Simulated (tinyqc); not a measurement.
## Space-charge-limited current with shallow traps: effect of the thickness

One carrier type, drift only, an injecting contact at x = 0 (zero field) and thickness L. The share th = y/(1 + y), y = (Nc/Nt) exp(-Et/kB T), of the injected charge is free: J = q mu n F, eps0 eps_r dF/dx = q (n - n0)/th.

Ohmic J = q n0 mu V/L; Mott-Gurney J = (9/8) th eps0 eps_r mu V^2/L^3; they cross at Vx = 8 q n0 L^2/(9 th eps0 eps_r); traps fill at V_TFL = q Nt L^2/(2 eps0 eps_r). Exact: with u = n0/n(L), w = -u - ln(1 - u) and v = -u - u^2/2 - ln(1 - u), V = (q n0 L^2/(th eps0 eps_r)) v/w^2 and J = q^2 n0^2 mu L/(th eps0 eps_r w).

Parameters, values chosen for the exercise:
- T = 250 K (temperature)
- eps_r = 7.3 (relative permittivity)
- mu = 0.008 cm^2/(V s) (mobility)
- Nc = 1.7e19 cm^-3 (band density of states)
- Nt = 2.7e18 cm^-3 (trap density)
- Et = 0.22 eV (trap depth)
- n0 = 1.3e13 cm^-3 (free carrier density in equilibrium)
- V = 4.7 V (voltage)

Constants: q = 1.602176634e-19 C, kB = 1.380649e-23 J/K, Vt = kB T/q, eps0 = 8.8541878128e-14 F/cm where lengths are in cm. Results are converted to the units shown.

Result of one run:
```
J (A/cm^2),ohmic (A/cm^2),Mott-Gurney (A/cm^2),d ln J/d ln V
0.003334,0.002610,0.001100,1.276
```

Which thickness L gave this result: 16, 57, 87 or 300 nm?

L = 300 nm.

The whole series:
```
L (nm),J (A/cm^2),ohmic (A/cm^2),Mott-Gurney (A/cm^2),d ln J/d ln V
16,7.290,0.04895,7.253,1.995
25,1.925,0.03133,1.901,1.988
38,0.5569,0.02061,0.5414,1.972
57,0.1708,0.01374,0.1604,1.939
87,0.05198,0.009002,0.04512,1.866
130,0.01820,0.006024,0.01352,1.735
200,0.006875,0.003916,0.003714,1.513
300,0.003334,0.002610,0.001100,1.276
```

J falls from 7.29 to 0.00333 A/cm^2, as L^(-2.98) between the first two rows and L^(-1.79) between the last two (space charge -3, ohmic -1). The thickness law marks a bulk-limited current; an electrode-limited one depends on V/L alone. For L = 16, 25, 38 V exceeds half of V_TFL, which goes as L^2, so trap filling, left out here, would raise the current.

Range of the model: Diffusion and a field-dependent mobility are left out. With injecting contacts the diffusion current, about 4 pi^2 Vt th eps0 eps_r mu V/L^3, equals the Mott-Gurney current at V = 35 kB T/q (0.9 V at 300 K), so the drift-only result needs V well above that.

Program tinyqc, `OMP_NUM_THREADS=1 python tinyqc.py 2370111 2370112 out.jsonl`; Intel Xeon 2.30GHz, shared host, one thread, about 0.01 s.
